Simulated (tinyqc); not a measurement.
Lossy package transmission line with skin effect: two steps of the calculation.

A uniform line in a homogeneous dielectric: c = sqrt(er)/(c0 Z0), l = Z0 sqrt(er)/c0 (c0 = 299792458 m/s), g = w c td, w = 2 pi f. The resistance joins its limits as r = sqrt(r_dc^2 + r_hf^2), with r_dc = rho/(wd th), r_hf = kr rho/(2 delta (wd + th)), delta = sqrt(rho/(pi f mu0)), mu0 = 4 pi 1e-7 H/m; this is an interpolation, and internal inductance, up to 0.05 nH/mm at low frequency, is neglected.

Parameters, values chosen for the exercise: width of the strip wd = 94 um; thickness of the strip th = 12 um; resistivity rho = 1.8 uohm cm; relative permittivity er = 3.5; loss tangent td = 0; lossless impedance sqrt(l/c) Z0 = 50 ohm; factor for crowding and the return path kr = 1.2; source resistance Rg = 50 ohm; load resistance RL = 100 ohm; load capacitance CL = 300 fF; frequency f = 0.41 GHz.

Task 1. Line constants. delta, r_dc, r_hf, r, l, c and g as defined.

Give: delta; r_dc; r_hf; r; l; c; g.

Result 1.

delta = 3.335 um
r_dc = 0.01596 ohm/mm
r_hf = 0.03055 ohm/mm
r = 0.03447 ohm/mm
l = 0.3120 nH/mm
c = 124.8 pF/m
g = 0 S/m

r is 2.16 times r_dc; the skin depth is 0.278 of the thickness.

Task 2. Reflection, input impedance and transfer. ZL = 1/(1/RL + i w CL); reflection (ZL - Zc)/(ZL + Zc); Zin = Zc (ZL + Zc tanh(gamma len))/(Zc + ZL tanh(gamma len)); H = V_load/V_source = [Zin/(Zin + Rg)]/[cosh(gamma len) + (Zc/ZL) sinh(gamma len)].

gamma len = 0.00792609+0.36983213i
Zc = 50.011487-1.071826i ohm

Give: ZL; reflection at the load; Zin; H; |H|.

Result 2.

ZL = 99.41-7.68i ohm
reflection at the load = 0.3320-0.0248i
Zin = 67.12-37.71i ohm
H = 0.6113-0.2560i
|H| = -3.573 dB

Program tinyqc, `OMP_NUM_THREADS=1 python tinyqc.py 2810134 2810135 out.jsonl`; Intel Xeon 2.30GHz, shared host, one thread, about 0.01 s.
